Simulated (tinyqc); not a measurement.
MOS capacitor on an n-type substrate, surface potential from the exact charge relation: one step of the calculation.

Uniform n-type substrate, Boltzmann statistics, full ionisation, classical densities. psi is the surface potential against the body (positive when the bands bend down) and u = -psi/Vt. Traps are spread evenly over the gap and neutral at flat band, so their charge is -q Dit psi; the minority quasi-Fermi level is shifted by Vb.

Problem. Newton step for the surface potential. u = -psi/Vt; F^2 = exp(-u) + u - 1 + r (exp(u) - u - 1); Qs = +sign(u) Q0 F; Cs = -dQs/dpsi = (Q0/Vt) |1 - exp(-u) + r (exp(u) - 1)|/(2 F). f = Vfb + psi + (q Dit psi - Qs)/Cox - Vg, f' = 1 + (Cs + q Dit)/Cox, psi(new) = psi - f/f'.

Parameters, values chosen for the exercise; band and dielectric values those of a made-up semiconductor: temperature T = 293 K; density of interface traps Dit = 0 cm^-2 eV^-1; gate voltage against the body Vg = -1 V.

Constants: q = 1.602176634e-19 C, kB = 1.380649e-23 J/K, Vt = kB T/q. Results are converted to the units shown.

psi after iteration 2 = -1.4431722 V
Cox = 1.3945346 uF/cm^2
Vfb = 0.54416734 V
Q0 = 17.755810 nC/cm^2
r = 2.0619744e-10

Wanted: u; F; Qs; Cs; f; f'; psi after iteration 3.

Solution.

u = 57.16
F = 3.706e7
Qs = 6.580e8 nC/cm^2
Cs = 1.303e7 uF/cm^2
f = -4.718e5 V
f' = 9.343e6
psi after iteration 3 = -1.393 V

This iterate lies far beyond the solution, so its charge is not a physical one.

Numbers from tinyqc (`OMP_NUM_THREADS=1 python tinyqc.py 2060079 2060080 out.jsonl`; about 0.01 s on one thread of a shared Intel Xeon 2.30GHz).
